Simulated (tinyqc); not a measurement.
# A chain with uneven site energies and dephasing by Buettiker voltage probes: what changes with what

Sites 1 to 3 form a chain with hopping -t. Lead L joins site 1 and lead R site 3, both semi-infinite chains with hopping -t and site energy 0. Every site carries a probe with self-energy -i Gamma_p/2 that draws no net current. Linear response at zero temperature: mu_L = 1, mu_R = 0 in units of the bias.

Parameters, values chosen for the exercise:

| symbol | value | unit | meaning |
|---|---|---|---|
| t | 2.2 | eV | hopping (matrix element -t) |
| U | [-0.95, -0.16, -1.66] | eV | site energies 1 to N |
| E | 3.29 | eV | Fermi energy |
| gp | 1.7 | eV | probe broadening Gamma_p |

Constants: q = 1.602176634e-19 C, h = 6.62607015e-34 J s. Results are converted to the units shown.

Each table varies one quantity; the others keep the values above.

## Resistance against length

Sigma = t^2 g(E), g(x) = (x - i sqrt(4 t^2 - x^2))/(2 t^2) for |x| < 2 t and (x - sign(x) sqrt(x^2 - 4 t^2))/(2 t^2) otherwise; Gamma = -2 Im Sigma; G = (E - H - Sigma_L - Sigma_R + i Gamma_p/2)^(-1). With Gamma the broadening by one lead, T_RL = Gamma^2 |G_(last,1)|^2, T_pL = Gamma Gamma_p |G_(p,1)|^2, T_pR = Gamma Gamma_p |G_(p,last)|^2, T_pq = Gamma_p^2 |G_(p,q)|^2 for p != q. No current into probe p: W mu = T_pL with W_pp = T_pL + T_pR + sum_q T_pq and W_pq = -T_pq. Then T_eff = T_RL + sum_p T_pR mu_p, and the resistance is (h/2q^2)/T_eff. Without probes means Gamma_p = 0. The list U is repeated k times, each site with its probe.

Resistance against length:
```
k   sites  T without probes     T_eff  resistance (kohm)
1       3           0.70597   0.38533             33.494
2       6           0.68337   0.20942             61.628
3       9           0.99476   0.14910             86.563
4      12           0.73262   0.11519             112.05
6      18           0.97953  0.079236             162.89
8      24           0.65087  0.060387             213.73
12     36           0.92546  0.040919             315.42
16     48           0.86896  0.030943             417.10
```

What does the comparison show?

The resistance rises from 33.5 to 417 kohm, by 8.47 kohm a site between k = 8 and 12 and 8.47 between 12 and 16: Ohm's law, R = R0 + rho N with the extrapolated intercept R0 = 10.4 kohm (h/2q^2 = 12.91 kohm) and a back-scattering length (h/2q^2)/rho of 1.52 sites.

## Coherent and dephased transmission against energy

With Gamma the broadening by one lead, T_RL = Gamma^2 |G_(3,1)|^2, T_pL = Gamma Gamma_p |G_(p,1)|^2, T_pR = Gamma Gamma_p |G_(p,3)|^2, T_pq = Gamma_p^2 |G_(p,q)|^2 for p != q.

Results:
```
E (eV)  T without probes   T_eff
-3.96             0.8971  0.4862
-3.3              0.9029  0.5086
-2.64             0.8245  0.5106
-1.98             0.7718  0.5174
-1.32             0.7472  0.5294
0                 0.7709  0.5586
0.66              0.8178  0.5690
1.32              0.8852  0.5679
1.98              0.9535  0.5429
2.64              0.9444  0.4823
3.3               0.7001  0.3836
3.96              0.2477  0.2473
```

Estimate the missing row, E = -0.66 eV.

Computed row:
```
E (eV)  T without probes   T_eff
-0.66             0.7474  0.5440
```

With this row back in the table: Without probes T lies between 0.248 and 0.954 in these rows, with them between 0.247 and 0.569. The probes lower it in 13 rows and raise it in 0.

## Effect of the dephasing strength

Same model as above.

Effect of the dephasing strength:
```
gp (eV)       T_RL  through probes    T_eff  resistance (kohm)
0.027      0.68068        0.015679  0.69635             18.534
0.062      0.64969        0.034593  0.68428             18.861
0.14       0.58718        0.071662  0.65885             19.589
0.32       0.47092         0.13609  0.60701             21.262
0.73       0.30046         0.21552  0.51599             25.013
1.7        0.12564         0.25969  0.38533             33.494
3.8       0.030024         0.22437  0.25439             50.735
8.6      0.0028827         0.13647  0.13935             92.619
```

Without probes the transmission is 0.706. T_eff falls from 0.696 to 0.139; the direct part falls from 0.681 to 0.00288 and the part through probes goes from 0.0157 through a maximum of 0.260 (at gp = 1.7 eV among the rows listed) to 0.136. At this energy dephasing lowers T_eff from the start: the probes give back less than the direct part loses.

Computed by the program tinyqc: `OMP_NUM_THREADS=1 python tinyqc.py 2700007 2700008 out.jsonl`, one thread of a shared Intel Xeon 2.30GHz, about 0.01 s for the whole run.
